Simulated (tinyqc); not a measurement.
Thin-film transistor with exponential tail and deep states, accumulation layer: one step of the calculation.

An undoped film in accumulation, thicker than the space-charge layer. With band bending psi the Fermi level lies E0 - psi below the band edge. Free electrons n = n0 exp(psi/Vt) carry the current; electrons in two exponential distributions of traps, a = a0 exp(psi/Va) and d = d0 exp(psi/Vp), do not. Linear regime, ohmic contacts, traps in equilibrium.

Question. Bulk densities. Va = kB Tt/q, Vp = kB Td/q; n0 = Nc exp(-E0/Vt), a0 = Nt th(T/Tt) exp(-E0/Va), d0 = Nd th(T/Td) exp(-E0/Vp), th(x) = pi x/sin(pi x).

Parameters, values chosen for the exercise; values close to those of amorphous indium gallium zinc oxide: temperature T = 270 K; density of extended states Nc = 3.5e18 cm^-3; total density of tail states Nt = 3.7e18 cm^-3; characteristic temperature of the tail Tt = 360 K; total density of deep states Nd = 5.7e16 cm^-3; characteristic temperature of the deep states Td = 1490 K; bulk Fermi level below the band edge E0 = 0.65 eV.

Constants: q = 1.602176634e-19 C, kB = 1.380649e-23 J/K, Vt = kB T/q. Results are converted to the units shown.

Find: Va; Vp; th(T/Tt); n0; a0; d0.

Answer.

Va = 0.031022 V
Vp = 0.12840 V
th(T/Tt) = 3.3322
n0 = 2.5779e6 cm^-3
a0 = 9.8023e9 cm^-3
d0 = 3.8109e14 cm^-3

Numbers from tinyqc (`OMP_NUM_THREADS=1 python tinyqc.py 2610109 2610110 out.jsonl`; about 0.03 s on one thread of a shared Intel Xeon 2.30GHz).
